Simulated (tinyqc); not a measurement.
Threshold switch as oscillator and as selector in a crossbar: frequency against load.

Off state: I = Ith sinh(V/V0)/sinh(Vth/V0) up to Vth. On state: V = Vh + I Ron down to the holding current Ih, at Vl = Vh + Ih Ron. Switching is instantaneous.

With a load RL from Vs and C across the switch, it oscillates if the load line misses both branches: (Vs - Vl)/Ih < RL < (Vs - Vth)/Ith. Charging without leakage takes RL C ln[(Vs - Vl)/(Vs - Vth)]; discharging takes (RL || Ron) C ln[(Vth - Ve)/(Vl - Ve)], Ve = (Vs Ron + Vh RL)/(Ron + RL). Here the charging time includes the off-state leakage: the integral of C dV/[(Vs - V)/RL - I(V)].

Parameters, values chosen for the exercise; values of the order of Ge-Sb-Te and related chalcogenides:
```
symbol,value,unit,meaning
Vth,3.1,V,threshold voltage
Vh,1.36,V,holding voltage
Ron,0.92,kohm,on-state resistance
Ith,0.24,uA,current at threshold
V0,0.25,V,voltage scale of the off-state sinh
Ih,33,uA,holding current
C,100,fF,capacitance across the switch
Vs,4.57,V,supply voltage
```

Result of one run:

| RL (kohm) | charging, no leakage (ns) | charging (ns) | discharging (ns) | frequency (MHz) |
|---|---|---|---|---|
| 2300 | 177.45 | 191.74 | 0.37622 | 5.2053 |

What becomes of these results when the load resistance RL is changed from 2300 to 180 kohm, all else the same?

Result of the changed run:

| RL (kohm) | charging, no leakage (ns) | charging (ns) | discharging (ns) | frequency (MHz) |
|---|---|---|---|---|
| 180 | 13.887 | 13.957 | 0.44032 | 69.457 |

The whole series:

| RL (kohm) | charging, no leakage (ns) | charging (ns) | discharging (ns) | frequency (MHz) |
|---|---|---|---|---|
| 180 | 13.887 | 13.957 | 0.44032 | 69.457 |
| 280 | 21.602 | 21.773 | 0.40966 | 45.080 |
| 420 | 32.403 | 32.793 | 0.39540 | 30.131 |
| 650 | 50.148 | 51.102 | 0.38657 | 19.422 |
| 990 | 76.379 | 78.666 | 0.38146 | 12.651 |
| 1500 | 115.73 | 121.26 | 0.37829 | 8.2211 |
| 2300 | 177.45 | 191.74 | 0.37622 | 5.2053 |
| 3500 | 270.03 | 309.49 | 0.37491 | 3.2272 |
| 5400 | 416.61 | 573.64 | 0.37404 | 1.7421 |

The frequency falls from 69.5 to 1.74 MHz, as RL^(-0.98) between the first two rows and RL^(-1.42) between the last two. Leakage lengthens the charging by 0.50 % in the first row and 38 % in the last; the period diverges at RL = 6130 kohm. In every row the discharge is shorter than 0.5 ns, comparable to real switching delays.

Range of the model: Delay times, drift of Vth and line resistance are left out.

Computed by the program tinyqc: `OMP_NUM_THREADS=1 python tinyqc.py 2490064 2490065 out.jsonl`, one thread of a shared Intel Xeon 2.30GHz, about 0.01 s for the whole run.
